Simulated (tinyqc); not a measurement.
# From resistivity rho back to bulk mean free path lambda

Model: size effects in the resistivity of thin metal films and interconnect lines. Computed by tinyqc, a small Python program. Command: `OMP_NUM_THREADS=1 python tinyqc.py 3015304 3015305 out.jsonl size inv`. One thread of a shared host (Intel(R) Xeon(R) Processor @ 2.30GHz), about 0.02 s of CPU time with the checks.

Electrons lose their drift at surfaces (a share 1 - p of the hits) and at grain boundaries (reflection R), besides bulk scattering.

Inputs (values chosen for the exercise, modelled on nickel):

| quantity | value | unit |
|---|---|---|
| bulk resistivity rho_b | 7.13 | microohm cm |
| specularity p | 0 | - |
| grain-boundary reflection R | 0.46 | - |
| film thickness h | 6.5 | nm |
| grain size over thickness | 0.64 | - |

Geometry: film.

Method:
- D = (ratio) h.
- Mayadas-Shatzkes: alpha = (lambda/D) R/(1 - R); rho_b/rho = 1 - 3 alpha/2 + 3 alpha^2 - 3 alpha^3 ln(1 + 1/alpha).
- Fuchs-Sondheimer film: rho_b/rho = 1 - (3/(2 kappa))(1 - p) int_0^1 (s - s^3)(1 - exp(-kappa/s))/(1 - p exp(-kappa/s)) ds, f = rho/rho_b, kappa = thickness/lambda, 80 Gauss-Legendre points.
- Both together (Mayadas-Shatzkes film): rho_b/rho = (rho_b/rho of the grains alone) - (6/(pi kappa))(1 - p) int_0^(pi/2) dphi int_0^1 ds (cos^2 phi/H^2)(s - s^3)(1 - exp(-kappa H/s))/(1 - p exp(-kappa H/s)), H = 1 + alpha/(cos phi sqrt(1 - s^2)), 40 x 80 Gauss-Legendre points.
- Sheet resistance rho/h; additive estimate rho_b (f_surface + f_grain - 1).

Problem. A run gave the result below. Find the bulk mean free path lambda, known to lie between 4.3 and 10 nm.

resistivity rho = 20.14464 microohm cm

Solution.

Each step takes the trial c = (a f_b - b f_a)/(f_b - f_a), f being the result less the target and a, b, c the logarithms of the listed values; c replaces end b, the old b replaces a if the sign of f changed, and otherwise f_a is halved.

Scan of the range:

| bulk mean free path lambda (nm) | resistivity rho (microohm cm) |
|---|---|
| 4.30 | 17.6165 |
| 4.95 | 19.1761 |
| 5.70 | 20.9737 |
| 6.56 | 23.0328 |
| 7.55 | 25.4010 |
| 8.69 | 28.1261 |
| 10.00 | 31.2556 |

False position (Illinois rule, in the logarithm of the input) inside the bracket:

| step | end a | end b | trial | resistivity rho (microohm cm) |
|---|---|---|---|---|
| 1 | 4.95000 | 5.70000 | 5.34093 | 20.1133 |
| 2 | 5.70000 | 5.34093 | 5.35360 | 20.1437 |
| 3 | 5.70000 | 5.35360 | 5.35438 | 20.1455 |
| 4 | 5.35360 | 5.35438 | 5.35400 | 20.1446 |
| 5 | 5.35438 | 5.35400 | 5.35400 | 20.1446 |

Resistivity rho rises at every point of a 13-point scan of the range (every second point is shown), so one value fits; it is bracketed by 4.95 and 5.70. Answer: bulk mean free path lambda = 5.354 nm.
